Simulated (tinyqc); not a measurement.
# Trap density from two Hall measurements

Inverse problem. p-type body, charge-sheet picture, full ionisation (an idealisation for deep acceptors), Boltzmann statistics for free electrons. e = Ec - EF at the surface. psi = Eg - Vt ln(Nv/Na) - e; N_dep = sqrt(2 eps0 eps_r Na (psi - Vt)/q); n_f = sqrt(N_dep^2 + 2 eps0 eps_r Vt Nc exp(-e/Vt)/q) - N_dep; Vg = Vfb + psi + q (N_dep + n_t + n_f)/Cox, Cox = eps0 eox/tox. Find e and n_t at both points and the mean trap density between them.

Inputs (values chosen for the exercise); band and dielectric values close to those of gallium nitride:
- T = 300 K (temperature)
- Eg = 3.4 eV (band gap)
- eps_r = 9.53 (relative permittivity)
- Nc = 2.31e18 cm^-3 (conduction-band density of states at T)
- Nv = 4.63e19 cm^-3 (valence-band density of states at T)
- eox = 3.9 (relative permittivity of the insulator)
- tox = 27 nm (insulator thickness)
- Na = 4.1e15 cm^-3 (acceptor density)
- Vfb = -2.04 V (flat-band voltage without trapped charge)

Constants: q = 1.602176634e-19 C, kB = 1.380649e-23 J/K, Vt = kB T/q, eps0 = 8.8541878128e-14 F/cm where lengths are in cm. Results are converted to the units shown.

Vg (V): 1.7392707  2.3452861
free sheet density from the Hall effect (cm^-2): 7.7099835e8  2.6753515e10

Solution. Each n_f fixes e; what the gate voltage holds beyond psi, N_dep and n_f is trapped; the difference quotient is the density, smeared over a few Vt.

e (eV): 0.1820  0.08900
n_t (cm^-2): 2.829e11  6.608e11
mean trap density = 4.064e12 cm^-2 eV^-1

tinyqc, about 0.02 s, one thread, Intel Xeon 2.30GHz (shared host): `OMP_NUM_THREADS=1 python tinyqc.py 2222183 2222184 out.jsonl`
